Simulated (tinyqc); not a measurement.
From results back to parameters: one-oscillator model of a band gap. Five cases, with inputs chosen for the exercise.

Problem. A gap follows E(T) = E0 - s1 t1/(exp(t1/T) - 1) with the zero-point term ZP = s1 t1/2, which scales as M^(-1/2). The shift of E0 on going from M to M + dM and the limiting slope at high T are given.

Case 1.

Values chosen (out of a larger set: near those of InP; not measured data): M = 72.86 u (mean atomic mass); dM = 2.38 u (change of the mean mass (not bounded by the natural isotopes)).

shift of E0 = 0.949343 meV
limiting slope s1 = 0.371 meV/K

Case 2.

Values chosen (out of a larger set: near those of diamond; not measured data): M = 12.02 u (mean atomic mass); dM = -1.13 u (change of the mean mass (not bounded by the natural isotopes)).

shift of E0 = -15.402744 meV
limiting slope s1 = 0.558 meV/K

Case 3.

Values chosen (out of a larger set: near those of GaN; not measured data): M = 41.86 u (mean atomic mass); dM = 1.77 u (change of the mean mass (not bounded by the natural isotopes)).

shift of E0 = 2.930017 meV
limiting slope s1 = 0.552 meV/K

Case 4.

Values chosen (out of a larger set: near those of InAs; not measured data): M = 94.77 u (mean atomic mass); dM = 5.18 u (change of the mean mass (not bounded by the natural isotopes)).

shift of E0 = 0.496113 meV
limiting slope s1 = 0.268 meV/K

Case 5.

Values chosen (out of a larger set: near those of diamond; not measured data): M = 12 u (mean atomic mass); dM = -1.18 u (change of the mean mass (not bounded by the natural isotopes)).

shift of E0 = -18.380545 meV
limiting slope s1 = 0.586 meV/K

Find: sqrt(M/(M + dM)); ZP; t1.

Solution. The shift is ZP (1 - sqrt(M/(M + dM))); then t1 = 2 ZP/s1.

Case 1.

sqrt(M/(M + dM)) = 0.984057
ZP = 59.55 meV
t1 = 321 K

Case 2.

sqrt(M/(M + dM)) = 1.050602
ZP = 304.39 meV
t1 = 1091 K

Case 3.

sqrt(M/(M + dM)) = 0.979506
ZP = 142.97 meV
t1 = 518 K

Case 4.

sqrt(M/(M + dM)) = 0.973742
ZP = 18.89 meV
t1 = 141 K

Case 5.

sqrt(M/(M + dM)) = 1.053118
ZP = 346.03 meV
t1 = 1181 K

Computed by tinyqc, one run a case: `OMP_NUM_THREADS=1 python tinyqc.py N N+1 out.jsonl` with N = 1880336, 1880351, 1880369, 1880382, 1880387; one thread of a shared Intel(R) Xeon(R) Processor @ 2.30GHz, about 0.01 s a run at most.
